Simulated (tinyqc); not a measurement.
# One-sided p+-n junction, ionisation integral and breakdown, step by step

Computed by the program tinyqc: `OMP_NUM_THREADS=1 python tinyqc.py 2120137 2120138 out.jsonl`, one thread of a shared Intel Xeon 2.30GHz, about 0.05 s for the whole run. Printed values are rounded.

A p+ layer at x < 0 and an n drift layer from x = 0. Depletion approximation, built-in voltage neglected. Local ionisation coefficients alpha_n = an exp(-(bn/E)^mx), alpha_p = ap exp(-(bp/E)^mx). Electrons move towards +x, holes towards x = 0.

Inputs (values chosen for the exercise); material values close to those of 4H silicon carbide: relative permittivity eps_r = 9.78; prefactor of the electron ionisation coefficient an = 1.88e8 1/cm; field constant for electrons bn = 3.14e7 V/cm; prefactor of the hole ionisation coefficient ap = 3.33e8 1/cm; field constant for holes bp = 2.51e7 V/cm; exponent mx = 1; donor density of the drift layer N = 9.9e16 cm^-3; reverse voltage V = 272 V; share of the depleted width that the grid covers fr = 0.5.

Constants: q = 1.602176634e-19 C, eps0 = 8.8541878128e-14 F/cm where lengths are in cm. Results are converted to the units shown.

## Field and ionisation coefficients on a grid

W = sqrt(2 eps0 eps_r V/(q N)), peak field E0 = q N W/(eps0 eps_r), falling linearly to 0 at W. Grid: 14 equal steps from 0 to fr W.

W = 1.72334 um

```
point,x (um),E (kV/cm),alpha_n (1/cm),alpha_p (1/cm)
0,0.000000,3156.66,8997.88,1.17269e5
1,0.061548,3043.93,6225.00,87354.1
2,0.123096,2931.19,4186.31,63613.1
3,0.184643,2818.45,2727.33,45163.8
4,0.246191,2705.71,1714.50,31162.9
5,0.307739,2592.97,1035.16,20819.6
6,0.369287,2480.24,596.972,13408.6
7,0.430834,2367.50,326.689,8281.22
8,0.492382,2254.76,168.319,4873.90
9,0.553930,2142.02,80.8754,2712.85
10,0.615478,2029.28,35.8204,1414.82
11,0.677026,1916.55,14.4157,683.468
12,0.738573,1803.81,5.17758,301.464
13,0.800121,1691.07,1.62228,119.221
14,0.861669,1578.33,0.430648,41.2971
```

## Ionisation integrals by the trapezoid rule

G(x) = integral from 0 to x of (alpha_n - alpha_p); I_n = integral of alpha_n exp(-G) (electrons injected at x = 0), I_p = integral of alpha_p exp(G(end) - G) (holes injected at the far edge); M = 1/(1 - I). All integrals by the trapezoid rule on the grid.

```
point,G,alpha_n exp(-G) (1e4 1/cm)
0,0.00000,0.89979
1,-0.58286,1.11499
2,-1.01540,1.15562
3,-1.32887,1.03006
4,-1.55009,0.80786
5,-1.70160,0.56755
6,-1.80191,0.36184
7,-1.86582,0.21108
8,-1.90478,0.11308
9,-1.92736,0.05557
10,-1.93970,0.02492
11,-1.94600,0.01009
12,-1.94897,0.00364
13,-1.95025,0.00114
14,-1.95074,0.00030
```

I_n = 0.363592
I_p = 0.897902
M_n = 1.57132
M_p = 9.79454

A grid of 1500 steps over the whole width gives I_n = 0.3625 and I_p = 0.9080; the coarse I_n is 0.31 % above and the coarse I_p 1.1 % below those values. Holes multiply more: on this coarse grid M - 1 is 15.4 times as large for them.

## Breakdown voltage by secant steps

G(x) = integral from 0 to x of (alpha_n - alpha_p); I_n = integral of alpha_n exp(-G) (electrons injected at x = 0), I_p = integral of alpha_p exp(G(end) - G) (holes injected at the far edge); M = 1/(1 - I). Secant steps on ln I_n(V) = 0 with the integrals on a fine grid (1500 steps), from the points V = 229 and 281 V; stop when the step is below 1e-7 of V.

Course of the iteration:
```
step,V (V),I_n,change of V (V)
1,281,0.534957,15.8
2,296.765,1.11925,-2.41
3,294.359,0.994695,0.108
4,294.467,0.999956,9.13e-4
5,294.468,1.00000,-3.62e-7
```

Breakdown at 294.47 V, with a peak field of 3284 kV/cm and W = 1.793 um. The integral for holes reaches 1 at the same voltage.
